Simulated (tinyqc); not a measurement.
Inside a calculation. Model: deep-level transient spectroscopy (DLTS) of one majority-carrier trap. Computed by tinyqc, a small Python program that keeps every step. Command: `OMP_NUM_THREADS=1 python tinyqc.py 3009736 3009737 out.jsonl dlts walk`. One thread of a shared host (Intel(R) Xeon(R) Processor @ 2.30GHz), about 0.07 s of CPU time with the checks. Intermediate numbers are printed to about 6 digits and carried at full precision; extremes and crossings named in words are read from the listed rows.

A filling pulse loads the traps in a one-sided junction; under reverse bias they empty at the rate e, and the capacitance relaxes as C(t) = C_0 - dC exp(-e t). The signal is S = [C(t_2) - C(t_1)]/dC.

Inputs (values chosen for the exercise, with mass and screening modelled on GaN):
```
quantity,value,unit
density-of-states mass m,0.198,m_0
valleys M,1,-
trap depth E_t,0.957,eV
cross-section sigma_0,8.8e-17,cm^2
degeneracy ratio g,1,-
gate time t_1,0.003,s
ratio t_2/t_1,5,-
temperature T,477,K
doping N,1.2e+16,cm^-3
trap density N_t,1.1e+14,cm^-3
dielectric constant eps,9.78,-
built-in voltage V_b,1,V
reverse bias V_r,9.6,V
diode area,0.0015,cm^2
capture barrier E_b,0.081,eV
```

Carriers: electrons. Extra term: capture barrier.

Constants: k_B = 8.617333262e-05 eV/K; k_B = 1.380649e-23 J/K; m_0 = 9.1093837015e-31 kg; h = 6.62607015e-34 J s; eps_0 = 8.8541878128e-12 F/m; e = 1.602176634e-19 C.

## Emission rate at T

e = g sigma v N_b exp(-E/k_B T), v = sqrt(3 k_B T/m), N_b = 2 M (2 pi m k_B T/h^2)^(3/2), sigma = sigma_0 exp(-E_b/k_B T), E = E_t.

thermal velocity v = 3.30967e+07 cm/s

N_b = 4.43267e+18 cm^-3

sigma = 1.22651e-17 cm^2

E = 0.957 eV

emission rate e = 0.139273 1/s

## Rate window and signal

S(e) = exp(-e t_1) - exp(-e t_2) peaks at the rate window e_0 = ln(t_2/t_1)/(t_2 - t_1).

rate window e_0 = 134.120 1/s

peak height S_max = 0.534992

signal at T = 0.00166919

At this T the trap empties slower than the window, by a factor 963: the point lies on the low-temperature side of the peak.

## Peak temperature and width

T_p solves e(T) = e_0 (bisection between 15 and 1500 K); the half-height points solve S = S_max/2 on either side.

peak temperature T_p = 635.440 K

lower half-height point = 591.778 K

upper half-height point = 673.346 K

full width = 81.5678 K

The width is 12.8 % of T_p, and E_t is 17.5 k_B T_p. Caution: the peak lies above 550 K, where the change of gap and level with temperature, left out here, and leakage of the diode matter.

## Peaks for six windows

t_1 is scaled by 0.1, 0.3, 1, 3, 10 and 30 at fixed t_2/t_1; each T_p by bisection.

Arrhenius data:
```
t_1 (s),e_0 (1/s),T_p (K),1/(k_B T_p) (1/eV),ln(e_0/T_p^2)
0.0003,1.34120e+03,713.385,16.2668,-5.9387
0.0009,4.47066e+02,674.056,17.2160,-6.9239
0.0030,1.34120e+02,635.440,18.2622,-8.0099
0.0090,4.47066e+01,603.714,19.2219,-9.0061
0.0300,1.34120e+01,572.252,20.2787,-10.1030
0.0900,4.47066e+00,546.168,21.2472,-11.1083
```

## Arrhenius fit

Least squares of ln(e_0/T_p^2) on 1/(k_B T_p): slope -E_a, intercept ln(gamma sigma_a) with gamma = v N_b/T^2 = sqrt(3 k_B/m) 2 M (2 pi m k_B/h^2)^(3/2). For comparison, the slope of ln e_0 alone.

apparent depth E_a = 1.03800 eV

intercept = 10.9462

gamma = 6.44782e+20 cm^-2 s^-1 K^-2

apparent cross-section = 8.80000e-17 cm^2

slope without T^2 = 1.14514 eV

The apparent depth is 1.0380 eV against E_t = 0.957 eV, and the apparent cross-section is 1.000 times sigma_0: the capture barrier adds to the slope, so the true depth needs a separate measurement of capture. Leaving out the T^2 factor overstates the slope by 107 meV, about 2 k_B T_p.

## Signal size and trap density

W = sqrt(2 eps eps_0 (V_b + V_r)/(e N)), C_0 = eps eps_0 area/W. The pulse goes to zero bias, W_0 = W(V_r = 0). Traps within lambda = sqrt(2 eps eps_0 (E_t - E_F)/(e^2 N)) of the depletion edge stay filled, with E_F = k_B T_p ln(N_b/N) from the band, N_b = 2 M (2 pi m k_B T_p/h^2)^(3/2) (dopants taken as fully ionised). dC = C_0 (N_t/2N) f, f = [(W - lambda)^2 - max(W_0 - lambda, 0)^2]/W^2. The simple estimate is 2 N dC/C_0.

depletion width W = 0.977160 micrometre

C_0 = 13.2927 pF

lambda = 0.234358 micrometre

f = 0.573319

transient amplitude dC = 34.9294 fF

simple estimate of N_t = 6.30651e+13 cm^-3

The simple estimate finds 57 % of the traps.

Checks made by the program: the maximum of S(T) on a fine grid against T_p (relative difference below 1e-10).
